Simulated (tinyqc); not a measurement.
Isotherms: adsorption as a lattice gas: isotherms with interactions, competition, desorption peaks and saturation dose. Computed by tinyqc, a small Python program. Command: `OMP_NUM_THREADS=1 python tinyqc.py 3003926 3003927 out.jsonl adsorb walk`. One thread of a shared host (Intel(R) Xeon(R) Processor @ 2.30GHz), about 0.2 s of CPU time with the checks.

One adsorbate per site; a molecule needs 2 empty sites. Gas and surface have the same temperature.

Inputs (values chosen for the exercise, for a model surface):

| quantity | value | unit |
|---|---|---|
| desorption energy E | 0.963 | eV |
| prefactor nu | 1.4e+12 | 1/s |
| pair energy w (positive repels) | 0.044 | eV |
| neighbours z | 3 | - |
| site density N_s | 7 | 1/nm^2 |
| molecular mass M | 109 | u |
| sticking coefficient s0 | 0.0021 | - |
| temperature T | 438 | K |
| pressure p | 0.75 | Pa |
| blocking by a second gas, K_B p_B | 2.4 | - |

Adsorption: dissociative (second order).

Constants: u = 1.6605390666e-27 kg; k_B = 1.380649e-23 J/K; k_B = 8.617333262e-05 eV/K.

Method. Flux F = p/sqrt(2 pi M k_B T); k_d = nu exp(-E/(k_B T)); 2 s0 F (1 - theta)^2 = N_s k_d theta^2, so y = sqrt(2 s0 F/(N_s k_d)), theta = y/(1 + y). With a second gas on the same sites theta = y/(1 + y + K_B p_B). With u = w/(k_B T). Mean field: theta/(1 - theta) = y exp(-z u theta). Quasi-chemical: theta/(1 - theta) = y [(r - 1 + 2 theta)(1 - theta)/((r + 1 - 2 theta) theta)]^(-z/2) exp(-z u/2), r = sqrt(1 - 4 theta (1 - theta)(1 - exp(-u))).

u = 1.16575

Coverage; the first column is ln y - z u/2:

| ln y - z u/2 | no interaction | mean field | quasi-chemical |
|---|---|---|---|
| -5.0 | 0.03728 | 0.03331 | 0.03470 |
| -3.0 | 0.22246 | 0.14638 | 0.16134 |
| -2.0 | 0.43749 | 0.24694 | 0.26899 |
| -1.0 | 0.67888 | 0.36831 | 0.38507 |
| -0.5 | 0.77706 | 0.43352 | 0.44275 |
| 0.0 | 0.85178 | 0.50000 | 0.50000 |
| 0.5 | 0.90453 | 0.56648 | 0.55725 |
| 1.0 | 0.93984 | 0.63169 | 0.61493 |
| 2.0 | 0.97699 | 0.75306 | 0.73101 |
| 3.0 | 0.99141 | 0.85362 | 0.83866 |
| 5.0 | 0.99883 | 0.96669 | 0.96530 |

What does the comparison show, and why?

At half coverage the slope d theta/d ln y is 1/4 without interaction, 1/(4 + z u) = 0.133 in mean field and 0.114 in the pair theory, 1/[4 + 2 z (exp(u/2) - 1)]. Repulsion spreads the filling over a wider range of pressure; the two theories differ by at most 0.022 in these rows.
